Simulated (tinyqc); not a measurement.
## Trap density from one capacitance

Inverse problem. Traps spread evenly through the insulator exchange electrons with the semiconductor by tunnelling, with tau(x) = t0 exp(2 ka x) at depth x from the interface. The admittance per area Y seen at depth x obeys dY/dx = -Y^2/(i w eps0 eox) + q Nb ln(1 + i w tau)/tau, with Y(0) = i w Cs and w = 2 pi f; the gate sees Y(tox) = G + i w C. Working variable y = Y/(i w), in uF/cm^2. Cox = eps0 eox/tox. Find Nb and G/w.

Inputs (values chosen for the exercise):
- eox = 21.2 (relative permittivity of the insulator)
- tox = 6.4 nm (insulator thickness)
- Cs = 1.6 uF/cm^2 (semiconductor capacitance in accumulation)
- ka = 3.5 1/nm (decay constant of the wave function in the insulator)
- t0 = 1e-11 s (time constant of a trap at the interface)
- f = 1e6 Hz (frequency)

Constants: q = 1.602176634e-19 C, eps0 = 8.8541878128e-14 F/cm where lengths are in cm. Results are converted to the units shown.

C = 1.0798465 uF/cm^2

Answer. C rises steadily with Nb, so one density matches; in practice ka and t0 must come from the frequency dependence.

Nb = 3.90e18 cm^-3 eV^-1
G/w = 0.00726 uF/cm^2

tinyqc, about 0.4 s, one thread, Intel Xeon 2.30GHz (shared host): `OMP_NUM_THREADS=1 python tinyqc.py 2202119 2202120 out.jsonl`
